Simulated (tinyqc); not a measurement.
Width and zero-phonon weight against temperature: configuration-coordinate model of a defect: Huang-Rhys factor and luminescence line shape. Computed by tinyqc, a small Python program. Command: `OMP_NUM_THREADS=1 python tinyqc.py 3005036 3005037 out.jsonl ccline walk`. One thread of a shared host (Intel(R) Xeon(R) Processor @ 2.30GHz), about 0.01 s of CPU time with the checks.

Ground state E_g(Q) = (1/2) omega_g^2 Q^2; excited state E_e(Q) = E_0 + (1/2) omega_e^2 (Q - dQ)^2 with omega_e = omega_g and E_0 = E_ZPL. Q is mass-weighted; the dipole does not depend on Q (Condon approximation).

Inputs (values chosen for the exercise, for a model defect): zero-phonon energy E_ZPL = 1.16 eV; displacement dQ = 0.759 u^(1/2) angstrom; ground-state phonon hbar omega_g = 17.4 meV.

Modes: equal frequencies in both states.

Constants: hbar^2/u = 4.18015928e-03 eV angstrom^2; k_B = 8.617333262e-05 eV/K.

Method:
- S = hbar omega dQ^2/(2 hbar^2/u) for each state; relaxation energy S hbar omega; absorption at E_0 + S_e hbar omega_e, emission at E_0 - S_g hbar omega_g; the Stokes shift is their difference.
- Overlaps <m_e|n_g> of harmonic-oscillator functions (Hermite recursion, positive leading coefficients) by a sum over an even grid (700 points from x = -9 to 9 + d for the small table, 1500 points from -16 to 16 + d for the thermal sums), with x = Q sqrt(omega_g/hbar), d = sqrt(2 S_g) and frequency ratio omega_e/omega_g.
- Initial levels m = 0..24 carry Boltzmann weights exp(-m hbar omega_e/k_B T), normalised; final levels n = 0..79; a line lies at E_ZPL + m hbar omega_e - n hbar omega_g with weight w_m <m|n>^2. Moments are taken over these weights without the E^3 factor; FWHM = 2 sqrt(2 ln 2) x standard deviation; the zero-phonon weight is the sum of w_m <m|m>^2.
- For comparison: FWHM(0) sqrt(coth(hbar omega_e/2 k_B T)) with FWHM(0) from the first row, and exp(-S_g coth(hbar omega_e/2 k_B T)).

S_g = 1.19897

Against temperature:
```
T (K)  mean energy (eV)  FWHM (eV)  coth law (eV)  zero-phonon weight  exp(-S coth)
10               1.1391   0.044865       0.044865             0.30150       0.30150
30               1.1391   0.044919       0.044919             0.30116       0.30064
61               1.1391   0.046535       0.046535             0.29110       0.27531
100              1.1391   0.051276       0.051276             0.26532       0.20886
160              1.1391   0.060022       0.060022             0.22961       0.11697
240              1.1391   0.071162       0.071162             0.19849       0.04898
340              1.1391   0.083528       0.083528             0.17397       0.01567
```

What does the comparison show, and why?

The width grows by a factor 1.86, flat while k_B T is well below hbar omega and as sqrt(T) above; for equal frequencies the coth law is exact. The mean energy stays fixed, as it must for equal frequencies. The zero-phonon weight goes from 0.302 to 0.174; the single exponential assumes equal frequencies, leaves out lines that absorb and emit the same number of phonons, and falls to 0.0157.
